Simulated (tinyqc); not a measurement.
Inside a calculation. Model: donor or exciton in a quantum well (variational effective-mass method). Computed by tinyqc, a small Python program that keeps every step. Command: `OMP_NUM_THREADS=1 python tinyqc.py 3016596 3016597 out.jsonl welldonor walk`. One thread of a shared host (Intel(R) Xeon(R) Processor @ 2.30GHz), about 0.07 s of CPU time with the checks. Intermediate numbers are printed to about 6 digits and carried at full precision; extremes and crossings named in words are read from the listed rows.

H = -nabla^2 - 2/|r - r_i| + V(z) in effective units; trial function psi = f(z) exp(-|r - r_i|/lambda), f the ground state of the well. Mass and screening are the same in well and barrier; l = L/a* is the width in effective units. Bands are flat: no polarisation or applied field.

Inputs (values chosen for the exercise, modelled on ZnO):
```
quantity,value,unit
electron mass m,0.272,m_0
dielectric constant eps,8.52,-
well width L,4.6,nm
trial radius lambda,0.49,a*
donor position z_i/L from the centre,0.5,-
```

Centre: donor. Barriers: infinite.

Constants: Ry = 13.605693123 eV; a_0 = 0.529177210903 angstrom; hbar^2/(2 m_0) = 3.80998212 eV angstrom^2.

## Effective units

Ry* = Ry m/eps^2, a* = a_0 eps/m; l = L/a*.

mass used = 0.272 m_0

Ry* = 50.9812 meV

a* = 1.65757 nm

l = 2.77515

## The subband

k = pi/l; f = cos(k z) inside and zero outside; subband energy k^2 Ry*.

k = 1.13205 1/a*

subband energy = 65.3338 meV

## Binding at the trial radius

Binding E_b(lambda) = -1/lambda^2 + 4 A/(lambda B), with A = int f^2 exp(-2 s/lambda) dz, B = int f^2 exp(-2 s/lambda)(1 + 2 s/lambda) dz and s = |z - z_i|; 40 Gauss-Legendre points on each piece between the walls at z = -l/2 and l/2 and z_i.

A = 0.0288233 a*

B = 0.101725 a*

E_b(lambda) = -1.85191 Ry*

## Best radius

Golden-section search for the maximum over lambda from 0.3 to 4, 40 steps.

best lambda = 1.90388 a*

binding in Ry* = 0.684673

binding energy = 34.9055 meV

radius lambda a* = 3.15581 nm

Confinement changes the binding by a factor 0.685 against the bulk value (limits: 4 in two dimensions, 1 inside a wide well, 1/4 on an infinite wall of a wide well).

## Binding against well width

Each row maximises over lambda (golden section, 0.3 to 4).

Against width:
```
L (nm),lambda (a*),binding (Ry*),binding (meV)
0.69,0.96609,1.87196,95.4348
1.40,1.23985,1.33981,68.3054
2.50,1.53742,0.97815,49.8675
4.60,1.90388,0.68467,34.9055
8.30,2.22481,0.48215,24.5804
15.00,2.30553,0.35135,17.9122
```

The binding is largest in the narrowest well, 1.872 Ry* at 0.69 nm, on the way to 4. In the widest well it is 0.351 Ry*; below 1 because the donor is on the wall, where the envelope is small. In the narrow rows the confinement energy passes real barrier heights: infinite walls and a parabolic band fail, and with real barriers the binding peaks and falls.

## Binding against position

The formulas are those given above.

Against position:
```
z_i/L,lambda (a*),binding (Ry*),binding (meV)
0.0,1.00236,1.56741,79.9084
0.1,1.01196,1.51146,77.0561
0.2,1.05791,1.34551,68.5955
0.3,1.20671,1.09524,55.8364
0.4,1.52962,0.85024,43.3462
0.5,1.90388,0.68467,34.9055
```

From the centre to the wall the binding falls from 79.908 to 34.905 meV, 44 % of the centre value, since the walls keep the electron away from an off-centre ion; uniform doping thus gives a band of levels 45.003 meV wide, with a peak in its density at the centre value, where the slope vanishes.

Checks made by the program: the two-dimensional limit, 4 Ry* (relative difference 2e-03).
